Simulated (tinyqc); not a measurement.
## Doping from resistivity

Inverse problem. A uniform, uncompensated and fully ionised sample has rho = 1/(q N mu), mu = m1 + (m2 (T/300 K)^(-bt) - m1)/(1 + (N/Nr)^am). Find N, mu and the diffusion coefficient mu Vt.

Inputs (values chosen for the exercise):
```
symbol,value,unit,meaning
T,400,K,temperature
m1,66.7,cm^2/(V s),mobility limit at high doping
m2,1400,cm^2/(V s),"mobility limit at low doping, at 300 K"
Nr,9.1e16,cm^-3,reference doping of the mobility law
am,0.716,,exponent of the mobility law
bt,2.5,,temperature exponent of m2
```

Constants: q = 1.602176634e-19 C, kB = 1.380649e-23 J/K, Vt = kB T/q. Results are converted to the units shown.

resistivity = 1.6679417 ohm cm

Answer. With am below 1 the product N mu rises steadily with N, so one doping matches; it is found by iterating N = 1/(q rho mu(N)).

N = 6.20e15 cm^-3
mu = 604 cm^2/(V s)
diffusion coefficient = 20.8 cm^2/s

tinyqc, about 0.01 s, one thread, Intel Xeon 2.30GHz (shared host): `OMP_NUM_THREADS=1 python tinyqc.py 2110063 2110064 out.jsonl`
